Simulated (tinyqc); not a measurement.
Dose and depth of a threshold implant.

Problem. A sheet of D acceptors per cm^2 lies at depth xi inside the depleted layer of a body doped Na. In the depletion approximation VT = Vfb + f2 + q D/Cox + gamma sqrt(f2 + Vsb - q D xi/(eps0 eps_r)), gamma = sqrt(2 eps0 eps_r q Na)/Cox, Cox = eps0 eox/tox. Find gamma, D and xi.

Values chosen for this exercise; band and dielectric values close to those of silicon: relative permittivity eps_r = 11.7; acceptor density deep in the body Na = 4.3e16 cm^-3; relative permittivity of the gate insulator (close to zirconium oxide) eox = 24.4; insulator thickness tox = 12 nm; flat-band voltage Vfb = -0.49 V; band bending 2 phiF at threshold f2 = 0.776 V.

Constants: q = 1.602176634e-19 C, eps0 = 8.8541878128e-14 F/cm where lengths are in cm. Results are converted to the units shown.

VT against the source at Vsb = 0 and 2.9 V (V): 0.36564488  0.44121211

Answer. With y^2 = f2 - q D xi/(eps0 eps_r) and d the difference of the thresholds over gamma, sqrt(y^2 + Vsb) - y = d gives y = (Vsb - d^2)/(2 d). The first threshold then gives D, and y^2 gives xi.

gamma = 0.06636 V^0.5
D = 3.700e11 cm^-2
xi = 49.00 nm

tinyqc, about 0.4 s, one thread, Intel Xeon 2.30GHz (shared host): `OMP_NUM_THREADS=1 python tinyqc.py 2080173 2080174 out.jsonl`
